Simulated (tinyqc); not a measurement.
Thickness of the outer barriers: graded (staircase) quantum well by finite differences.

Finite differences on points z_i at the centres of cells of width h: H_ii = (c/h^2)(1/m_(i-1/2) + 1/m_(i+1/2)) + V_i, H_(i,i+1) = -(c/h^2)/m_(i+1/2), where m_(i+1/2) is the mean of the masses at the two points (the end values are repeated outwards), psi = 0 on the points beyond both ends, c = hbar^2/2m0. The field adds e F (z - z0) with z0 the middle of the structure; 1 kV/cm = 1e-5 eV/angstrom.

Constants: hbar^2/2m0 = 3.80998211 eV angstrom^2.

Inputs chosen for the exercise (out of a larger set: near those of an InGaAs well in InAlAs; not measured data): layers = ((64, 0.49, 0.0744), (16, 0.218, 0.0558), (16, 0.054, 0.0446), (16, 0, 0.0409), (16, 0.054, 0.0446), (16, 0.218, 0.0558), (64, 0.49, 0.0744)) (each layer: thickness in angstrom, band edge in eV, mass in m0); hf = 1 angstrom (cell width of the fine grid).

Fine grid, zero field, both outer layers set to each thickness in turn.

Levels (eV):
```
outer layers (angstrom)       E1       E2       E3
16.000                   0.12939  0.41107  0.72190
32.000                   0.12743  0.38852  0.61655
64.000                   0.12729  0.38338  0.54718
128.000                  0.12729  0.38311  0.51065
256.000                  0.12729  0.38311  0.49628
```

Which of the three levels are properties of the well, and how thick must the outer layers be?

E1 is bound, and within 0.1 meV of the last row from 64 angstrom on. E2 is bound, and within 0.1 meV of the last row from 128 angstrom on. E3 lies above the barrier edge 0.49 eV and keeps falling (-14.4 meV in the last step): it is a state of the box.

Computed by tinyqc, a small Python program: `OMP_NUM_THREADS=1 python tinyqc.py 1281777 1281778 out.jsonl` (the numbers bound the seed that draws the inputs); one thread of a shared host (Intel(R) Xeon(R) Processor @ 2.30GHz), about 0.02 s for the whole set of steps.
